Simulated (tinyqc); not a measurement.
Inside a calculation: five-level k.p model folded onto the conduction band. Values are carried at full precision from step to step, so a last printed digit may differ when a step is redone from the rounded ones.

Second-order sums for the lowest conduction level at E: 1/m = 1 + Cm + (Ep/3)(2/E + 1/(E + Dso)) - (Ep2/3)(2/(E7 + D2 - E) + 1/(E7 - E)); g/2 = 1 + Cg - (Ep/3)(1/E - 1/(E + Dso)) - (Ep2/3)(1/(E7 - E) - 1/(E7 + D2 - E)). E is counted from the top of the valence band; E = Eg at the edge.

Constants: hbar^2/2m0 = 3.80998211 eV angstrom^2.

Values chosen for the exercise (near those of CdTe; the results hold for these values, not for the real material):
- Eg = 1.607 eV (gap at Gamma to the s-like level)
- Dso = 0.909 eV (spin-orbit splitting)
- Ep = 18.2 eV (Kane energy)
- E7 = 5.44 eV (upper Gamma7 conduction level, from the valence top)
- D2 = 0.31 eV (its spin-orbit splitting, Gamma8 above Gamma7)
- Ep2 = 1.4 eV (Kane energy to the upper levels)
- Cm = 0 (remote term in 1/m)
- Cg = -0.02 (remote term in g/2)
- k = 0.071 1/angstrom (wave vector along z)

## Mass and g factor term by term

Evaluate at E = Eg.

Terms:
```
level,part of 1/m,part of g
free + remote,1.0000,1.9600
Gamma8 valence,7.5503,-7.5503
Gamma7 valence,2.4112,4.8225
Gamma8 upper,-0.2253,0.2253
Gamma7 upper,-0.1217,-0.2435
```

m = 0.0942 m0
g = -0.786

The valence levels give 9.96 to 1/m and the upper levels take 0.35 away. In g the two valence terms nearly cancel when Dso is small against Eg; here Dso/Eg = 0.57 and they leave -2.728, the upper pair -0.018.

## The matrix at one k

For k along z and one spin sector the level c couples to four states. With c0 = hbar^2/2m0, P = sqrt(Ep c0), P2 = sqrt(Ep2 c0): diagonal Eg + (1 + Cm) c0 k^2 for c, and 0, -Dso, E7 + D2, E7 for lh, so, G8 up, G7 up (their own dispersion is left out); couplings of c: sqrt(2/3) P k to lh, sqrt(1/3) P k to so, sqrt(2/3) P2 k to G8 up, sqrt(1/3) P2 k to G7 up (phases chosen real).

Fill in the matrix.

H (eV), lower triangle:
```
,c,lh,so,G8 up,G7 up
c,1.62621
lh,0.48274,0
so,0.34135,0,-0.90900
G8 up,0.13389,0,0,5.75000
G7 up,0.09467,0,0,0,5.44000
```

## Exact folding onto c

Solve E = H_cc + S(E), S(E) = sum_j H_cj^2/(E - H_jj), from E = H_cc, by plain substitution and by Newton steps on E - H_cc - S(E). The weight of c in the state is Z = 1/(1 - dS/dE). The exact level is the third eigenvalue of H from below.

Iterates (eV):
```
step,substitution,Newton
0,1.62621,1.62621
1,1.80877,1.79099
2,1.79090,1.79237
3,1.79250,1.79237
4,1.79236,1.79237
5,1.79237,1.79237
6,1.79237,1.79237
7,1.79237,1.79237
```

exact level = 1.79237 eV
Z = 0.9172

Substitution multiplies the error by about dS/dE = 1 - 1/Z = -0.090 a step, so it alternates; after 7 steps it is off by 8.8e-09 eV, while Newton is within 1e-5 eV from step 2 on.

## Loewdin series

Expanding E = H_cc + S(E) about Eg in powers of k^2, with s_n = sum_j H_cj^2/(Eg - H_jj)^n: order k^2: e2 = (1 + Cm) c0 k^2 + s1; order k^4: e4 = -s2 e2; order k^6: e6 = s3 e2^2 + s2^2 e2.

Give each order and the partial sums, counted from Eg.

s1 (eV), s2 (no unit), s3 (1/eV); (1 + Cm) c0 k^2 is H_cc - Eg: 0.18466  0.11030  0.06306

e2, e4, e6 (eV): 0.20386  -0.02249  0.00510

partial sums (eV): 0.20386  0.18138  0.18648

The exact value is 0.18537 eV; the errors of the partial sums are +18.50, -3.99 and +1.11 meV.

## Checks

- Curvature of the exact level at small k against the sum for 1/m: both 10.615.

Computed by tinyqc, a small Python program: `OMP_NUM_THREADS=1 python tinyqc.py 1081352 1081353 out.jsonl` (the numbers bound the seed that draws the inputs); one thread of a shared host (Intel(R) Xeon(R) Processor @ 2.30GHz), about 0.01 s for the whole set of steps.
